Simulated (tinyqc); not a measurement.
Input admittance of a MOSFET at zero drain bias: distributed channel and distributed gate: two steps of the calculation.

Source and drain grounded, strong inversion, w = 2 pi f, Cox = eps0 eox/tox. The channel is an RC line of resistance 1/(mu Cox Vo) per square fed from both ends, so one finger has the intrinsic admittance y = i w Cox L tanh(g)/g per width, g = (1/2) sqrt(i w tau), tau = L^2/(mu Vo). The vertical resistance rv/L is in series with y, the overlaps 2 i w Cov in parallel: y_t = 1/(1/y + rv/L) + 2 i w Cov. The gate strip is a line of Rsh/L per length loaded by y_t, so a finger has Y = y_t Wf tanh(k)/k, k = (Wf/sd) sqrt(y_t Rsh/L); the device has Nf Y.

Inputs (values chosen for the exercise); values of the order met in silicon radio-frequency transistors:
- eox = 9.04 (relative permittivity of the gate insulator (close to aluminium oxide))
- tox = 3.7 nm (insulator thickness)
- L = 0.47 um (channel length)
- Wf = 9 um (finger width)
- Nf = 16 (number of fingers)
- mu = 150 cm^2/(V s) (channel mobility)
- Vo = 0.63 V (gate overdrive)
- Rsh = 4.8 ohm/square (sheet resistance of the gate)
- rv = 0 ohm um^2 (vertical resistivity of the gate stack)
- sd = 2 (number of ends at which a finger is contacted)
- Cov = 0.22 fF/um (overlap and fringe capacitance on each side)
- f = 4.7 GHz (frequency)

Constants: eps0 = 8.8541878128e-14 F/cm where lengths are in cm. Results are converted to the units shown.

Question 1. Admittance of the channel and stack per width. tau, g, c = Cox L, y and y_t as defined.

Find: tau; g; c; y; y_t.

Answer 1.

tau = 23.38 ps
g = 0.2937+0.2937i
c = 10.17 fF/um
y = 17.2+299.1i uS/um
y_t = 17.2+312.1i uS/um

w tau = 0.690, and Im y is 0.996 of w c.

Question 2. Input impedance of the device. k and Y as defined; Z = 1/(Nf Y) = R + 1/(i w C); Q = |Im Z|/R; signal at the point farthest from a contact |1/cosh k|.

y_t = 17.18947+312.06264i uS/um

Find: k; Nf Y; R; C; Q; signal at the far point.

Answer 2.

k = 0.18465+0.17476i
Nf Y = 3.434+44.806i mS
R = 1.7007 ohm
C = 1526.2 fF
Q = 13.047
signal at the far point = 0.99788

Computed by the program tinyqc: `OMP_NUM_THREADS=1 python tinyqc.py 2262066 2262067 out.jsonl`, one thread of a shared Intel Xeon 2.30GHz, about 0.01 s for the whole run.
